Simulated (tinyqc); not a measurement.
## Sharing a fixed EOT between the layers

Without charge in the stack, a voltage of 0.6 V over an EOT of 2.2 nm gives F1 = (V/EOT)(3.9/e1) and F2 = F1 e1/e2; t2 = e2 (EOT/3.9 - t1/e1).

Values chosen for this exercise:

| symbol | value | unit | meaning |
|---|---|---|---|
| e1 | 3.88 |  | relative permittivity of layer 1 |
| e2 | 22.8 |  | relative permittivity of layer 2 |

Sharing a fixed EOT between the layers:
```
t1 (nm),t2 (nm),physical thickness (nm),drop over layer 1 (V),drop over layer 2 (V)
0,12.862,12.862,0,0.60000
0.27,11.275,11.545,0.074016,0.52598
0.53,9.7471,10.277,0.14529,0.45471
0.8,8.1605,8.9605,0.21931,0.38069
1.06,6.6327,7.6927,0.29058,0.30942
1.33,5.0461,6.3761,0.36460,0.23540
1.59,3.5182,5.1082,0.43587,0.16413
1.86,1.9316,3.7916,0.50989,0.090112
```

Each 0.1 nm of layer 1 costs 0.588 nm of layer 2, so the physical thickness falls from 12.9 to 3.79 nm. The fields do not change, 2.74 MV/cm in layer 1 and 0.467 MV/cm in layer 2, and layer 1 takes half of the voltage at t1 = 1.09 nm.

Program tinyqc, `OMP_NUM_THREADS=1 python tinyqc.py 2010067 2010068 out.jsonl`; Intel Xeon 2.30GHz, shared host, one thread, about 0.01 s.
